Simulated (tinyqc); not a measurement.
Heavy doping: gap narrowing, degeneracy and the minority density: one step. Product and minority density. Two cases, with inputs chosen for the exercise.

Question. Combine both effects.

Majority: N = Nv F_1/2(eta), eta the distance of EF beyond the majority band edge in kT. Degeneracy factor gam = F_1/2(eta)/exp(eta). ni0^2 = Nc Nv exp(-Eg/kT); product n p = ni0^2 gam exp(dEg/kT), dEg the true narrowing; apparent narrowing dEa = dEg + kT ln gam; minority density = n p/N.

Constants: kB = 8.617333262e-05 eV/K.

Give: ni0; exp(dEg/kT); dEa; sqrt(n p); minority density.

Case 1.

Values chosen (gap and densities of states near those of Si at this temperature; narrowing constants near the fits for Si; shifted at random, so the results belong to these values and not to a real crystal): N = 1.3e+18 1/cm^3 (ionised acceptors, equal to the majority density); Eg = 1.124 eV (gap); Nc = 2.77e+19 1/cm^3 (conduction-band density of states); Nv = 1.15e+19 1/cm^3 (valence-band density of states); T = 300 K.

dEg (empirical fit) = 28.3149 meV
gam = 0.960882

Answer.

ni0 = 6.46e+09 1/cm^3
exp(dEg/kT) = 2.99
dEa = 27.3 meV
sqrt(n p) = 1.10e+10 1/cm^3
minority density = 92.3 1/cm^3

Narrowing multiplies the product by 2.99 and degeneracy by 0.961; together they change the minority density by a factor 2.87 against ni0^2/N.

Case 2.

Values chosen (gap and densities of states near those of GaAs at this temperature; narrowing constants of the size fitted for Si, not for this material; shifted at random, so the results belong to these values and not to a real crystal): N = 1.6e+19 1/cm^3 (ionised acceptors, equal to the majority density); Eg = 1.432 eV (gap); Nc = 4.5e+17 1/cm^3 (conduction-band density of states); Nv = 9.19e+18 1/cm^3 (valence-band density of states); T = 300 K.

dEg (empirical fit) = 75.6672 meV
gam = 0.548107

Answer.

ni0 = 1.91e+06 1/cm^3
exp(dEg/kT) = 18.7
dEa = 60.1 meV
sqrt(n p) = 6.10e+06 1/cm^3
minority density = 2.32e-06 1/cm^3

Narrowing multiplies the product by 18.7 and degeneracy by 0.548; together they change the minority density by a factor 10.2 against ni0^2/N.

Computed by tinyqc, one run a case: `OMP_NUM_THREADS=1 python tinyqc.py N N+1 out.jsonl` with N = 1650432, 1650547; one thread of a shared Intel(R) Xeon(R) Processor @ 2.30GHz, about 0.02 s a run at most.
